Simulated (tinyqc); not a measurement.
All-pass ring resonator: two steps of the calculation.

A ring of length L = 2 pi Rr coupled to one bus waveguide: round-trip amplitude a = 10^(-al L/20), self-coupling t = sqrt(1 - k2). At detuning d from the resonance the round-trip phase is p = 2 pi d/FSR and the transmission T = (a^2 - 2 a t cos p + t^2)/(1 - 2 a t cos p + a^2 t^2). Lossless coupler, linear absorption only.

Inputs (values chosen for the exercise); values close to those of silicon nitride waveguides: cold resonance wavelength lam = 1310 nm; ring radius Rr = 50 um; group index ng = 2.08; propagation loss al = 1.1 dB/cm; power coupling k2 = 0.025; thermo-optic change of the effective index dT = 2.6e-5 1/K; thermal resistance Rt = 2.7 K/mW; share of the loss that heats the ring fa = 0.81; input power Pin = 1.1 mW; laser detuning from the cold resonance dl = -4.2 pm.

Constants: c = 299792458 m/s. Results are converted to the units shown.

Problem 1. Resonance parameters. FSR = lam^2/(ng L), finesse F = pi sqrt(a t)/(1 - a t), FWHM = FSR/F, Q = lam/FWHM, Tmin = (a - t)^2/(1 - a t)^2, power build-up k2 a^2/(1 - a t)^2, optical bandwidth c/(lam Q).

Wanted: a; t; FSR; F; FWHM; Q; Tmin; build-up; bandwidth.

Solution 1.

a = 0.9960
t = 0.9874
FSR = 2.626 nm
F = 188.8
FWHM = 13.91 pm
Q = 9.419e4
Tmin = -5.651 dB
build-up = 91.10
bandwidth = 2.430 GHz

The ring is overcoupled; critical coupling needs k2 = 1 - a^2 = 0.00793.

Problem 2. Thermal shift of the resonance. T is the transmission at d = dl - s, p = 2 pi d/FSR; out = (lam dT/ng) Rt fa (1 - T) Pin; s(new) = s + 0.5 (out - s).

s at the start = 0 pm
a = 0.99602932
t = 0.98742088
FSR = 2.6262096 nm

Give: d; T; out; s after iteration 1.

Solution 2.

d = -4.2000 pm
T = 0.46672
out = 21.008 pm
s after iteration 1 = 10.504 pm

Program tinyqc, `OMP_NUM_THREADS=1 python tinyqc.py 2650128 2650129 out.jsonl`; Intel Xeon 2.30GHz, shared host, one thread, about 0.01 s.
